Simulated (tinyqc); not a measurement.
What moves the results: sp3s* tight binding with spin-orbit coupling. A value that a table varies takes the place of the one given here.

sp3s* tight binding, nearest neighbours only: anion (a) at 0, cation (c) at a/4 (1,1,1), orbitals s, px, py, pz, s* on each; k in units of 2 pi/a. With phases e_j = exp(i (pi/2) k.n_j) for n = (1,1,1), (1,-1,-1), (-1,1,-1), (-1,-1,1): g0 = (e1+e2+e3+e4)/4, g1 = (e1+e2-e3-e4)/4, g2 = (e1-e2+e3-e4)/4, g3 = (e1-e2-e3+e4)/4. The diagonal holds the levels Esa, Epa, Exa (s*) and Esc, Epc, Exc. Anion-cation block: <sa|sc> = Vss g0; <sa|xc> = Vsapc g1; <xa|sc> = -Vscpa g1; <xa|xc> = Vxx g0; <xa|yc> = <ya|xc> = Vxy g3, <xa|zc> = <za|xc> = Vxy g2, <ya|zc> = <za|yc> = Vxy g1; <s*a|xc> = Vxapc g1; <xa|s*c> = -Vpaxc g1; y and z take g2 and g3 in place of g1; s-s* and s*-s* vanish.

Spin-orbit coupling acts within the p shell of each atom as (D/3) L.sigma, D = Da or Dc: it puts four states at Ep + D/3 and two at Ep - 2D/3.

Parameters, chosen for this exercise (near a published set for Si, fitted to gaps, whose masses and valley positions are rough; spin-orbit coupling, where it is added without a refit, lifts the valence top and shrinks all gaps by about a third of the splitting; shifted at random, so the results belong to these values and not to a real crystal): Esa = -4.143 eV (s level of the anion); Epa = 1.691 eV (p level of the anion); Esc = -4.143 eV (s level of the cation); Epc = 1.691 eV (p level of the cation); Exa = 6.765 eV (s* level of the anion); Exc = 6.765 eV (s* level of the cation); Vss = -8.361 eV (s-s); Vxx = 1.703 eV (px-px); Vxy = 4.627 eV (px-py); Vsapc = 5.698 eV (s anion, p cation); Vscpa = 5.698 eV (s cation, p anion); Vxapc = 5.434 eV (s* anion, p cation); Vpaxc = 5.434 eV (p anion, s* cation); Da = 0.044 eV (atomic spin-orbit splitting, anion); Dc = 0.044 eV (the same, cation); eta = 1.8 (scaling exponent); D001 = 0.75 (ratio -ezz/exx).

## What the s* orbital does

The s* couplings Vxapc and Vpaxc are scaled by f; f = 0 is the plain sp3 model. Gaps from the top of the valence band at Gamma; the Delta value is the minimum on (x,0,0), 0.5 <= x <= 1.

Gaps (eV):

| f | Gamma | Delta | L | x of the minimum |
|---|---|---|---|---|
| 0.00 | 3.3620 | 4.0435 | 4.0210 | 0.500 |
| 0.25 | 3.3620 | 3.7599 | 3.8393 | 0.500 |
| 0.50 | 3.3620 | 3.1068 | 3.4281 | 0.554 |
| 0.75 | 3.3620 | 2.1535 | 2.9602 | 0.695 |
| 0.90 | 3.3620 | 1.5394 | 2.6879 | 0.721 |
| 1.00 | 3.3620 | 1.1292 | 2.5071 | 0.729 |
| 1.10 | 3.3620 | 0.7218 | 2.0804 | 0.734 |

What does this show, and why?

The gap at Gamma stays, since g1 to g3 vanish there. From f = 0 to 1 the s* levels lower the Delta value by 2.914 eV and L by 1.514 eV. For f = 0 and 0.25 the least value lies at x = 0.5, the end of the range: any valley further out lies above that value until s* has lowered it enough. The lowest of the three is Gamma at f = 0 and the Delta line at f = 1.

## Hydrostatic strain (sp3s* tight binding with spin-orbit coupling, strained)

Strain e moves each bond vector to d = (1 + e) d0 (no internal displacement for the diagonal strains used here) and k is given in fractions of the strained reciprocal cell, so the phases stay. Two-centre values Vss_sigma = Vss/4, Vsp_sigma = sqrt3 V/4 for each s-p and s*-p pair, Vpp_sigma = (Vxx + 2 Vxy)/4, Vpp_pi = (Vxx - Vxy)/4 are scaled by (d0/d)^eta and combined with the new direction cosines; the levels on the diagonal stay.

exx = eyy = ezz = e. Gaps as measured from the top of the valence band; the deformation potentials are (gap(0.01) - gap(-0.01))/0.06.

Gaps (eV):

| e | Gamma | Delta | L | x of the minimum |
|---|---|---|---|---|
| -0.03 | 3.5540 | 1.1431 | 2.5317 | 0.720 |
| -0.02 | 3.4881 | 1.1386 | 2.5236 | 0.723 |
| -0.01 | 3.4242 | 1.1340 | 2.5155 | 0.726 |
| 0.00 | 3.3620 | 1.1292 | 2.5071 | 0.729 |
| 0.01 | 3.3015 | 1.1242 | 2.4218 | 0.732 |
| 0.02 | 3.2427 | 1.1191 | 2.3308 | 0.736 |
| 0.03 | 3.1855 | 1.1137 | 2.2421 | 0.739 |

gap deformation potentials (eV): Gamma -2.044, Delta -0.163, L -1.560

What does this show, and why?

Per unit of volume strain the gaps move by -2.04 (Gamma), -0.16 (Delta) and -1.56 eV (L). The lowest valley stays the Delta line over the range. These potentials follow from the one exponent eta, which fitted models replace by one for each integral; with it the sizes are rough, the sign for Delta can be wrong (in Si, Ge and the III-V crystals measured values are small and positive), and the pressures at which valleys cross, and which valley takes over, are rough too. A gap of zero, where one is listed, marks an s level that has sunk below the valence top.

## Biaxial strain splits the top of the valence band (sp3s* tight binding, strained)

No spin-orbit coupling; k = 0; exx = eyy = e, ezz = -D001 e. The four bonds keep equal lengths, and the sums over them give Vxx(e) for px and py and Vzz(e) for pz; each level is the lower root of [[Epa, V], [V, Epc]], and the s level the upper root of the s block. The shear potential b follows from E(x,y) - E(z) = 3 b (exx - ezz), taken as the slope between e = -0.005 and 0.005.

Couplings and levels at Gamma (eV):

| e | ezz | Vxx(e) | Vzz(e) | E(x,y) | E(z) | E(x,y) - E(z) (meV) | upper s level |
|---|---|---|---|---|---|---|---|
| -0.020 | 0.0150 | 1.6173 | 1.9506 | 0.0737 | -0.2596 | 333.3 | 4.3428 |
| -0.010 | 0.0075 | 1.6610 | 1.8253 | 0.0300 | -0.1343 | 164.3 | 4.2806 |
| -0.005 | 0.0037 | 1.6822 | 1.7638 | 0.0088 | -0.0728 | 81.6 | 4.2493 |
| 0.005 | -0.0037 | 1.7234 | 1.6430 | -0.0324 | 0.0480 | -80.4 | 4.1866 |
| 0.010 | -0.0075 | 1.7434 | 1.5838 | -0.0524 | 0.1072 | -159.6 | 4.1552 |
| 0.020 | -0.0150 | 1.7822 | 1.4677 | -0.0912 | 0.2233 | -314.5 | 4.0920 |

b = -3.085 eV

What can be read from the table?

Under tension in the plane (e > 0) the bonds tilt towards the plane, Vxx grows to 1.7434 and Vzz falls to 1.5838 eV at e = 0.01, and the pz state forms the top of the valence band, by 159.6 meV; under compression (e = -0.01) the px, py pair does, by 164.3 meV. The slope gives b = -3.08 eV, a rough value, since on-site strain terms are left out (measured values lie near -2 eV).

## What each parameter does

Gaps from the top of the valence band at Gamma; Delta is the minimum on (x,0,0), 0.5 <= x <= 1. A change on one sublattice alone makes the two atoms unequal. Each row changes one parameter from the base and keeps the others.

Results:

| case | Ev (eV) | gap Gamma (eV) | gap Delta (eV) | gap L (eV) |
|---|---|---|---|---|
| base | 0.0027 | 3.3620 | 1.1292 | 2.5071 |
| Exc = 6.565 eV | 0.0027 | 3.3620 | 1.0917 | 2.4380 |
| Epa = 1.891 eV | 0.0997 | 3.3679 | 1.0785 | 2.4157 |
| Vsapc = 5.398 eV | 0.0027 | 3.3620 | 1.0467 | 2.3608 |
| Vpaxc = 5.634 eV | 0.0027 | 3.3620 | 1.0522 | 2.4001 |
| Vxx = 2.003 eV | -0.2973 | 3.9620 | 1.4848 | 2.7450 |
| Vxapc = 5.234 eV | 0.0027 | 3.3620 | 1.2026 | 2.5128 |

What does this show?

The largest shifts from the base row, up to three for each result and ties (the steps differ in size, so this ranks the rows, not the parameters). Ev (eV): Vxx -0.3000, Epa +0.0971; unchanged at the printed digits by Exc, Vsapc, Vpaxc and Vxapc. gap Gamma (eV): Vxx +0.6000, Epa +0.0059; unchanged at the printed digits by Exc, Vsapc, Vpaxc and Vxapc. gap Delta (eV): Vxx +0.3555, Vsapc -0.0825, Vpaxc -0.0771. gap L (eV): Vxx +0.2379, Vsapc -0.1463, Vpaxc -0.1071. Exc, Vsapc, Vpaxc and Vxapc cannot move Ev or the gap at Gamma, whose blocks do not hold them; s parameters never move Ev, and move the gap only where the lowest empty level at Gamma is s-like.

Computed by tinyqc, a small Python program: `OMP_NUM_THREADS=1 python tinyqc.py 1481465 1481466 out.jsonl` (the numbers bound the seed that draws the inputs); one thread of a shared host (Intel(R) Xeon(R) Processor @ 2.30GHz), about 0.1 s for the whole set of steps.
